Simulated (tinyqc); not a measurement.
# Capacitances from a Coulomb diamond

Question. A single-electron transistor has the bias V on its left lead and the right lead at 0 V. Its diamonds repeat every q/Cg in gate voltage, close at |V| = q/Cs with Cs = CL + CR + Cg, and have edges of slope dV/dVg = -Cg/CL and Cg/(Cs - CL). Find Cg, Cs, CL and CR.

Constants: q = 1.602176634e-19 C. Results are converted to the units shown.

gate period = 457.76475 mV
bias at the tip of the diamond = 131.32595 mV
slope dV/dVg of the rising edge = 0.41176471

Solution. The period gives Cg, the tip Cs, and the rising edge Cs - CL = CR + Cg.

Cg = 0.350 aF
Cs = 1.22 aF
CL = 0.370 aF
CR = 0.500 aF

tinyqc, about 0.01 s, one thread, Intel Xeon 2.30GHz (shared host): `OMP_NUM_THREADS=1 python tinyqc.py 2780119 2780120 out.jsonl`
